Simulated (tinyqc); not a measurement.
# Band-to-band tunnelling and avalanche in a reverse-biased abrupt junction, step by step

A worked calculation. Computed by tinyqc, a small Python program that keeps every step. Command: `OMP_NUM_THREADS=1 python tinyqc.py 3013703 3013704 out.jsonl zener walk`. One thread of a shared host (Intel(R) Xeon(R) Processor @ 2.30GHz), about 0.01 s of CPU time with the checks. Intermediate numbers are printed to about 7 digits and carried at full precision; extremes and crossings named in words are read from the listed rows.

Direct Kane tunnelling in the local field (for indirect gaps the mass is an effective fit) and one ionisation coefficient for both carriers. N is the doping of the light side, or N_A N_D/(N_A + N_D) for the symmetric junction; the built-in voltage is taken as E_g/e.

Inputs (values chosen for the exercise, modelled on silicon):

| quantity | value | unit |
|---|---|---|
| band gap at 300 K, E_g | 1.11 | eV |
| gap narrowing with temperature, -dE_g/dT | 0.24 | meV/K |
| reduced tunnelling mass m_r | 0.18 | m_0 |
| permittivity eps | 11.7 | - |
| ionisation prefactor a | 1.1e+06 | 1/cm |
| ionisation field at 300 K, b | 1.54e+06 | V/cm |
| relative rise of b with temperature | 7.3 | 1e-4/K |
| effective doping N | 1.3e+18 | 1/cm^3 |
| reverse bias V_R | 1.7 | V |
| current density that defines tunnel breakdown, J_0 | 1 | A/cm^2 |
| temperature T | 200 | K |

Junction: symmetric.

Constants: eps_0 = 8.8541878128e-12 F/m; e = 1.602176634e-19 C; m_0 = 9.1093837015e-31 kg; hbar = 1.054571817e-34 J s.

## Junction at the given bias

E_g(T) = E_g - (T - 300 K)(-dE_g/dT); b(T) = b [1 + (rise)(T - 300 K)]; w = sqrt(2 eps eps_0 (V_R + E_g/e)/(e N)); F_m = 2 (V_R + E_g/e)/w; the field falls linearly from F_m to 0 on both sides.

E_g(T) = 1.134 eV

depletion width w = 53.09521 nm

peak field F_m = 1.067516 MV/cm

shortest tunnelling distance E_g/(e F_m) = 10.62279 nm

## Kane coefficients and peak generation rate

Kane: G(F) = A F^2 exp(-B/F), A = e^2 sqrt(m_r)/(18 pi hbar^2 sqrt(E_g)), B = pi sqrt(m_r) E_g^(3/2)/(2 e hbar), SI units; J = e int G dx x V_R/(V_R + E_g/e), the last factor making J vanish at zero bias; int G dx = (w/F_m) int_0^F_m G dF by 64 Gauss-Legendre points.

A = 3.877619e+20 1/(cm s V^2)

B = 29.15407 MV/cm

B/F_m = 27.31019

G(F_m) = 6.090439e+20 1/(cm^3 s)

## Tunnel current and multiplication

Avalanche: I = (w/F_m) int_0^F_m a exp(-b/F) dF by 64 Gauss-Legendre points, M = 1/(1 - I), breakdown at I = 1.

tunnel current density = 9.964627e-06 A/cm^2

ionisation integral I = 0.5346197

The estimate e G(F_m) w (F_m/B) V_R/(V_R + E_g/e), which keeps only the region near the peak, gives 1.14e-5 A/cm^2.

## Which breakdown comes first?

V_Z solves J = J_0 and V_A solves I = 1; the lower one is the breakdown voltage; temperature coefficients by a central difference of +/- 10 K.

tunnel breakdown V_Z = 5.556277 V

avalanche breakdown V_A = 3.370075 V

breakdown voltage = 3.370075 V

dV_Z/dT = -3.440676 mV/K

dV_A/dT = 4.550771 mV/K

Avalanche comes first, at 3.0 E_g/e. V_Z falls on heating because the gap shrinks, and V_A rises because carriers lose more energy to phonons. Caution: V_A is below about 5 E_g/e, where the local law understates it, since it ignores the distance a carrier needs to reach the ionisation energy.

## Against the doping

The formulas are those given above.

Breakdown:

| N (1/cm^3) | V_Z (V) | V_A (V) | F_m at breakdown (MV/cm) | first |
|---|---|---|---|---|
| 2.60e+16 | 2.341883e+02 | 23.43934 | 0.444551 | avalanche |
| 6.50e+16 | 1.003125e+02 | 13.52711 | 0.542929 | avalanche |
| 1.60e+17 | 4.336364e+01 | 8.22277 | 0.680497 | avalanche |
| 3.90e+17 | 1.864244e+01 | 5.31123 | 0.881768 | avalanche |
| 7.80e+17 | 9.436820e+00 | 3.98946 | 1.111813 | avalanche |
| 1.30e+18 | 5.556277e+00 | 3.37007 | 1.345790 | avalanche |
| 2.60e+18 | 2.500649e+00 | 2.89613 | 1.709703 | tunnelling |
| 6.50e+18 | 5.748080e-01 | 2.83310 | 1.853558 | tunnelling |
| 1.60e+19 | 1.126862e-02 | 3.48631 | 2.380765 | tunnelling |

The mechanism changes between 1.30e18 and 2.60e18 per cm^3. Across the table V_Z + E_g/e scales as N^-0.83 and V_A as N^-0.30: tunnelling needs a nearly fixed field, while avalanche in a thinner layer needs a higher one. Rows with V_Z below E_g/e understate it, since the local Kane formula overestimates the current there. Rows with V_A below about 5 E_g/e understate it, since the local law ignores the distance a carrier needs to reach the ionisation energy; silicon and germanium junctions change over near 4 to 6 E_g/e.

Checks made by the program: field integral against adaptive quadrature in x (relative difference 3e-10).
